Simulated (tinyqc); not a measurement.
Inside a calculation. Method: Pariser-Parr-Pople SCF with singles CI, for the molecule O=c1cc(F)cccc1Cl (SMILES; centres numbered as the heavy atoms are written). One step of it, computed by the program tinyqc.

Problem. PPP integrals. Mataga-Nishimoto: gamma = 14.399645/(R + a), a = 2 x 14.399645/(gamma_rr + gamma_ss); H_rr = -W_r - sum_(s != r) z_s gamma_rs; H_rs = beta for bonds.

Centres (angstrom, eV; a flat drawing with bonds scaled to 1.40 angstrom):
```
centre          x          y  core charge z          W   gamma_rr
1O      -1.673000  -1.980000              1  17.700000  15.200000
2C      -0.793000  -0.890000              1  11.160000  11.130000
3C       0.570000  -1.210000              1  11.160000  11.130000
4C       1.669000  -0.343000              1  11.160000  11.130000
5F       2.927000  -0.958000              2  39.000000  21.400000
6C       1.677000   1.057000              1  11.160000  11.130000
7C       0.588000   1.936000              1  11.160000  11.130000
8C      -0.779000   1.632000              1  11.160000  11.130000
9C      -1.393000   0.374000              1  11.160000  11.130000
10Cl    -2.793000   0.383000              2  26.000000  13.000000
```

Resonance integrals (eV):
```
i   j       beta
1   2  -2.450000
2   3  -2.330000
3   4  -2.330000
4   5  -2.050000
4   6  -2.330000
6   7  -2.330000
7   8  -2.330000
8   9  -2.330000
9  10  -1.550000
9   2  -2.330000
```

Give: repulsion gamma_rs; core matrix H.

Solution.

repulsion gamma_rs (eV):
```
          1O      2C      3C      4C      5F      6C      7C      8C
1O    15.200   5.772   4.155   2.990   2.619   2.564   2.564   2.991
2C     5.772  11.130   5.345   3.774   3.126   3.244   3.244   3.774
3C     4.155   5.345  11.130   5.346   4.423   3.773   3.243   3.243
4C     2.990   3.774   5.346  11.130   6.300   5.345   3.773   3.244
5F     2.619   3.126   4.423   6.300  21.400   4.422   3.126   2.663
6C     2.564   3.244   3.773   5.345   4.422  11.130   5.347   3.773
7C     2.564   3.244   3.243   3.773   3.126   5.347  11.130   5.345
8C     2.991   3.774   3.243   3.244   2.663   3.773   5.345  11.130
9C     4.156   5.347   3.773   3.244   2.664   3.244   3.773   5.346
10Cl   3.960   4.040   2.930   2.520   2.145   2.520   2.930   4.041

          9C    10Cl
1O     4.156   3.960
2C     5.347   4.040
3C     3.773   2.930
4C     3.244   2.520
5F     2.664   2.145
6C     3.244   2.520
7C     3.773   2.930
8C     5.346   4.041
9C    11.130   5.552
10Cl   5.552  13.000
```

core matrix H (eV):
```
           1O       2C       3C       4C       5F       6C       7C       8C
1O    -56.051   -2.450    0.000    0.000    0.000    0.000    0.000    0.000
2C     -2.450  -55.993   -2.330    0.000    0.000    0.000    0.000    0.000
3C      0.000   -2.330  -54.745   -2.330    0.000    0.000    0.000    0.000
4C      0.000    0.000   -2.330  -56.517   -2.050   -2.330    0.000    0.000
5F      0.000    0.000    0.000   -2.050  -72.633    0.000    0.000    0.000
6C      0.000    0.000    0.000   -2.330    0.000  -52.334   -2.330    0.000
7C      0.000    0.000    0.000    0.000    0.000   -2.330  -50.562   -2.330
8C      0.000    0.000    0.000    0.000    0.000    0.000   -2.330  -52.284
9C      0.000   -2.330    0.000    0.000    0.000    0.000    0.000   -2.330
10Cl    0.000    0.000    0.000    0.000    0.000    0.000    0.000    0.000

           9C     10Cl
1O      0.000    0.000
2C     -2.330    0.000
3C      0.000    0.000
4C      0.000    0.000
5F      0.000    0.000
6C      0.000    0.000
7C      0.000    0.000
8C     -2.330    0.000
9C    -56.476   -1.550
10Cl   -1.550  -58.784
```
